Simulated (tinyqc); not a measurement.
A run and its error bars: classical Heisenberg spin chain: exact results, Metropolis, heat-bath and over-relaxation steps, and a Monte Carlo run. Computed by tinyqc, a small Python program. Command: `OMP_NUM_THREADS=1 python tinyqc.py 3130001 3130002 out.jsonl heismc walk`. One thread of a shared host (Intel(R) Xeon(R) Processor @ 2.30GHz), about 0.3 s of CPU time with the checks.

E = -J sum_i s_i . s_(i+1) for unit vectors s_i on an open chain; K = J/(k_B T).

Inputs (values chosen for the exercise, for a model chain of large moments):
```
quantity                     value  unit
coupling J                     -25   meV
temperature T                  115     K
moment mu                      5.3  mu_B
length N of the open chain       8     -
seed                        596913     -
```

Update: Metropolis.

Constants: k_B = 8.617333262e-05 eV/K; mu_B = 5.7883818060e-05 eV/T.

Method:
- Each bond angle is independent, so u = <s_i . s_(i+1)> = coth K - 1/K, <s_i . s_(i+n)> = u^n, correlation length xi = -1/ln|u|, energy per bond -J u, heat capacity per bond c/k_B = 1 - K^2/sinh^2 K, and for the long chain chi = mu^2 (1 + u)/(3 k_B T (1 - u)) per spin.
- For N spins, <|sum s|^2>/N = (1 + u)/(1 - u) - 2 u (1 - u^N)/(N (1 - u)^2); the long chain has (1 + u)/(1 - u), chi over the Curie value, and the difference is relative to it.
- From the ordered state (alternating for J < 0), with trial spins uniform on the sphere, 200 sweeps are discarded and 1600 recorded (even and odd sites in turn; random numbers not printed, so these rows are one sample). Errors are the scatter of block means over sqrt(number of blocks).

K = -2.52272

u = -0.616563

<|sum s|^2>/N = 0.294944

Blocking:
```
block length  mean bond product     error  <|sum s|^2>/N     error
1                      -0.61436  0.003691        0.29550  0.006209
4                      -0.61436  0.006338        0.29550  0.008000
16                     -0.61436  0.008504        0.29550  0.008535
40                     -0.61436  0.010558        0.29550  0.010043
80                     -0.61436  0.011747        0.29550  0.010158
```

What follows from these numbers?

With blocks of 40 the bond product is 0.2 error bars from the exact u = -0.6166, and <|sum s|^2>/N is 0.1 from the exact 0.295. Blocking to 40 changes the two errors by factors 2.9 and 1.6, because successive sweeps are correlated. 29 % of the trial spins are accepted.
